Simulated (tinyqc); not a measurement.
Biaxial strain splits the top of the valence band: sp3s* tight binding, strained.

sp3s* tight binding, nearest neighbours only: anion (a) at 0, cation (c) at a/4 (1,1,1), orbitals s, px, py, pz, s* on each; k in units of 2 pi/a. With phases e_j = exp(i (pi/2) k.n_j) for n = (1,1,1), (1,-1,-1), (-1,1,-1), (-1,-1,1): g0 = (e1+e2+e3+e4)/4, g1 = (e1+e2-e3-e4)/4, g2 = (e1-e2+e3-e4)/4, g3 = (e1-e2-e3+e4)/4. The diagonal holds the levels Esa, Epa, Exa (s*) and Esc, Epc, Exc. Anion-cation block: <sa|sc> = Vss g0; <sa|xc> = Vsapc g1; <xa|sc> = -Vscpa g1; <xa|xc> = Vxx g0; <xa|yc> = <ya|xc> = Vxy g3, <xa|zc> = <za|xc> = Vxy g2, <ya|zc> = <za|yc> = Vxy g1; <s*a|xc> = Vxapc g1; <xa|s*c> = -Vpaxc g1; y and z take g2 and g3 in place of g1; s-s* and s*-s* vanish.

Strain e moves each bond vector to d = (1 + e) d0 (no internal displacement for the diagonal strains used here) and k is given in fractions of the strained reciprocal cell, so the phases stay. Two-centre values Vss_sigma = Vss/4, Vsp_sigma = sqrt3 V/4 for each s-p and s*-p pair, Vpp_sigma = (Vxx + 2 Vxy)/4, Vpp_pi = (Vxx - Vxy)/4 are scaled by (d0/d)^eta and combined with the new direction cosines; the levels on the diagonal stay.

Values chosen for the exercise (near a published set for GaSb, fitted to gaps, whose masses and valley positions are rough; spin-orbit coupling, where it is added without a refit, lifts the valence top and shrinks all gaps by about a third of the splitting; the results hold for these values, not for the real material):
- Esa = -7.269 eV (s level of the anion)
- Epa = 0.855 eV (p level of the anion)
- Esc = -3.902 eV (s level of the cation)
- Epc = 2.931 eV (p level of the cation)
- Exa = 6.679 eV (s* level of the anion)
- Exc = 5.962 eV (s* level of the cation)
- Vss = -6.135 eV (s-s)
- Vxx = 1.585 eV (px-px)
- Vxy = 4.13 eV (px-py)
- Vsapc = 4.969 eV (s anion, p cation)
- Vscpa = 4.654 eV (s cation, p anion)
- Vxapc = 5.003 eV (s* anion, p cation)
- Vpaxc = 4.203 eV (p anion, s* cation)
- eta = 3 (scaling exponent)
- D001 = 0.92 (ratio -ezz/exx)

No spin-orbit coupling; k = 0; exx = eyy = e, ezz = -D001 e. The four bonds keep equal lengths, and the sums over them give Vxx(e) for px and py and Vzz(e) for pz; each level is the lower root of [[Epa, V], [V, Epc]], and the s level the upper root of the s block. The shear potential b follows from E(x,y) - E(z) = 3 b (exx - ezz), taken as the slope between e = -0.005 and 0.005.

Couplings and levels at Gamma (eV):

| e | ezz | Vxx(e) | Vzz(e) | E(x,y) | E(z) | E(x,y) - E(z) (meV) | upper s level |
|---|---|---|---|---|---|---|---|
| -0.020 | 0.0184 | 1.5095 | 1.8378 | 0.0611 | -0.2177 | 278.7 | 0.9030 |
| -0.010 | 0.0092 | 1.5483 | 1.7096 | 0.0290 | -0.1071 | 136.1 | 0.8399 |
| -0.005 | 0.0046 | 1.5669 | 1.6469 | 0.0135 | -0.0537 | 67.2 | 0.8082 |
| 0.005 | -0.0046 | 1.6026 | 1.5240 | -0.0164 | 0.0491 | -65.5 | 0.7443 |
| 0.010 | -0.0092 | 1.6197 | 1.4639 | -0.0308 | 0.0984 | -129.2 | 0.7122 |
| 0.020 | -0.0184 | 1.6525 | 1.3465 | -0.0585 | 0.1929 | -251.3 | 0.6476 |

b = -2.303 eV

What does the comparison show, and why?

Under tension in the plane (e > 0) the bonds tilt towards the plane, Vxx grows to 1.6197 and Vzz falls to 1.4639 eV at e = 0.01, and the pz state forms the top of the valence band, by 129.2 meV; under compression (e = -0.01) the px, py pair does, by 136.1 meV. The slope gives b = -2.30 eV, a rough value, since on-site strain terms are left out (measured values lie near -2 eV).

Computed by tinyqc, a small Python program: `OMP_NUM_THREADS=1 python tinyqc.py 1451529 1451530 out.jsonl` (the numbers bound the seed that draws the inputs); one thread of a shared host (Intel(R) Xeon(R) Processor @ 2.30GHz), about 0.1 s for the whole set of steps.
